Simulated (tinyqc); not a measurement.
# Worked calculation: MOSFET in the linear regime without short-channel effects, parameter extraction from computed curves

Program tinyqc, `OMP_NUM_THREADS=1 python tinyqc.py 2210138 2210139 out.jsonl`; Intel Xeon 2.30GHz, shared host, one thread, about 0.01 s. Printed values are rounded.

Inversion charge Q = Cox n Vt W0(exp((Vg - VT)/(n Vt))), W0 the Lambert function and n = nf; u = Q/Cox; mobility mu = mu0/(1 + th1 u + th2 u^2); channel resistance Rch = (L - dL)/(W mu Q); Id = Vd/(Rch + Rsd/W). Cox = eps0 eox/tox. Small Vd, no channel-length or drain effects.

Parameters, values chosen for the exercise; channel values of the order met in silicon transistors: temperature T = 300 K; relative permittivity of the gate insulator (close to hafnium oxide) eox = 21.9; insulator thickness tox = 7.8 nm; low-field mobility mu0 = 140 cm^2/(V s); first mobility attenuation factor th1 = 0.33 1/V; second mobility attenuation factor th2 = 0 1/V^2; threshold voltage VT = 0.61 V; body factor nf = 1.25; gate width W = 1 um; drawn gate length L = 1.7 um; drawn less effective length dL = 0.009 um; source plus drain resistance Rsd = 330 ohm um; drain voltage Vd = 0.05 V.

Constants: q = 1.602176634e-19 C, kB = 1.380649e-23 J/K, Vt = kB T/q, eps0 = 8.8541878128e-14 F/cm where lengths are in cm. Results are converted to the units shown.

## Transfer curve

```
point,Vg (V)
0,0.37
1,0.49
2,0.61
3,0.73
4,0.85
5,0.97
6,1.09
7,1.21
8,1.33
9,1.45
10,1.57
11,1.69
```

u, mu, Rch and Id as defined.

```
point,u (V),mu (cm^2/(V s)),Rch (ohm),Id (uA)
0,1.92171e-5,139.999,2.52832e8,1.97759e-4
1,7.69716e-4,139.964,6.31389e6,0.00791863
2,0.0183272,139.158,2.66710e5,0.187238
3,0.0877270,136.061,56987.3,0.872337
4,0.183822,131.993,28034.7,1.76276
5,0.289181,127.804,18404.8,2.66882
6,0.398795,123.718,13786.7,3.54190
7,0.510796,119.805,11115.3,4.36860
8,0.624311,116.084,9385.80,5.14625
9,0.738867,112.556,8179.19,5.87600
10,0.854181,109.215,7291.46,6.56042
11,0.970070,106.051,6611.94,7.20260
```

## Threshold and mobility at the peak transconductance

gm_i = (Id_(i+1) - Id_(i-1))/(Vg_(i+1) - Vg_(i-1)); at the point j of largest gm the tangent meets the axis at V_ext = Vg_j - Id_j/gm_j; field-effect mobility gm_j L/(W Cox Vd) with the drawn L.

```
point,gm (uS)
1,0.779334
2,3.60174
3,6.56465
4,7.48536
5,7.41309
6,7.08241
7,6.68482
8,6.28081
9,5.89236
10,5.52751
```

j = 4
V_ext = 0.614506 V
field-effect mobility = 102.375 cm^2/(V s)

V_ext is 4.5 mV above the model VT, and the mobility so found is 27 % below mu0 L/(L - dL) = 141 cm^2/(V s), the value for the drawn L; attenuation, series resistance and the slow approach of Q to a straight line all lower the peak gm.

## The Y function

Y_i = Id_i/sqrt(gm_i). For Id = beta Vd x/(1 + th x), x = Vg - VT, Y = sqrt(beta Vd) x whatever th. Slope s from points 7 and 10; VT_Y = Vg - Y/s at point 10; beta = s^2/Vd; mobility beta L/(W Cox) with the drawn L; th* = (beta Vd x/Id - 1)/x at point 10.

```
point,Y (uA^0.5 V^0.5)
1,0.00896992
2,0.0986592
3,0.340470
4,0.644296
5,0.980213
6,1.33090
7,1.68965
8,2.05345
9,2.42068
10,2.79040
```

s = 3.05764 uA^0.5 V^-0.5
VT_Y = 0.657399 V
beta = 186.983 uA/V^2
mobility from Y = 127.865 cm^2/(V s)
th* = 0.329315 1/V

The mobility from Y is 9.2 % below mu0 L/(L - dL) = 141 cm^2/(V s), which it should reach in deep inversion when th2 = 0. th* compares with th1 + mu0 Cox Rsd/(L - dL) = 0.398 1/V, since series resistance enters like th1.
